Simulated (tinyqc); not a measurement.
Three programmes: liquidus of a compound AB in a simple-solution melt, liquid-phase epitaxy and vapour pressures. Computed by tinyqc, a small Python program. Command: `OMP_NUM_THREADS=1 python tinyqc.py 3009380 3009381 out.jsonl liq35 walk`. One thread of a shared host (Intel(R) Xeon(R) Processor @ 2.30GHz), about 0.04 s of CPU time with the checks.

x is the atom fraction of B in the melt. The melt is a simple solution: R T ln gamma_B = W (1 - x)^2, R T ln gamma_A = W x^2, W = a + b T. The solid AB is stoichiometric.

Inputs (values chosen for the exercise, modelled on GaSb for the melt): melting point T_F = 983 K; entropy of fusion S_F = 67.1 J/(mol K); interaction a = 19.1 kJ/mol; interaction slope b = -26.6 J/(mol K); saturation temperature T = 575 K; step dT = 9.6 K; cooling rate c = 0.18 K/min; diffusivity in the melt D = 7.9e-05 cm^2/s; molar volume of the melt V_L = 12.3 cm^3/mol; lattice constant a0 = 6.096 angstrom; melt depth w = 6.2 mm.

Constants: R = 8.314462618 J/(mol K); N_A = 6.02214076e+23 1/mol; k_B = 8.617333262e-05 eV/K.

Method:
- Liquidus (Vieland): f(x) = R T ln[4 x (1 - x)] + 2 W (1/2 - x)^2 + S_F (T_F - T) = 0.
- Newton steps with f' = (1 - 2x)[R T/(x (1 - x)) - 2 W], from the dilute estimate x = (1/4) exp[-(S_F (T_F - T) + W/2)/(R T)]; stop below 1e-13; f under 1e-6 shown as 0.
- dx/dT = -(df/dT)/f', df/dT = R ln[4 x (1 - x)] + 2 b (1/2 - x)^2 - S_F, f' = (1 - 2x)[R T/(x (1 - x)) - 2 W]. Concentrations: C_L = x N_A/V_L in the melt, C_S = 4/a0^3 in the solid; m = dT/dC_L.
- Semi-infinite melt (Hsieh): step d = 2 dT sqrt(D t/pi)/(C_S m); ramp d = (4/3) c sqrt(D/pi) t^(3/2)/(C_S m); supercooling is their sum. A melt of depth w can give at most w (undercooling)/(C_S m).

C_S = 1.76573e+22 1/cm^3

slope m = 1.35529e-18 K cm^3

dx/dT = 1.50703e-05 1/K

solubility x = 5.48016e-04

Thickness (micrometre):
```
t (min)    step        ramp  supercooling  sqrt(D t) (mm)
0.2      0.1394  3.4843e-04        0.1397          0.3079
0.5      0.2204  1.3773e-03        0.2217          0.4868
1.0      0.3116  3.8955e-03        0.3155          0.6885
2.0      0.4407  1.1018e-02        0.4517          0.9737
5.0      0.6969  4.3553e-02        0.7404          1.5395
10.0     0.9855  1.2319e-01        1.1087          2.1772
20.0     1.3937  3.4843e-01        1.7421          3.0790
```

Step cooling goes as t^(1/2), ramp cooling as t^(3/2); they are equal at t = 3 dT/(2 c) = 80.0 min. The local exponent of their sum runs from 0.50 to 0.65. Rows with sqrt(D t) above about half the depth of 6.2 mm are overestimates.
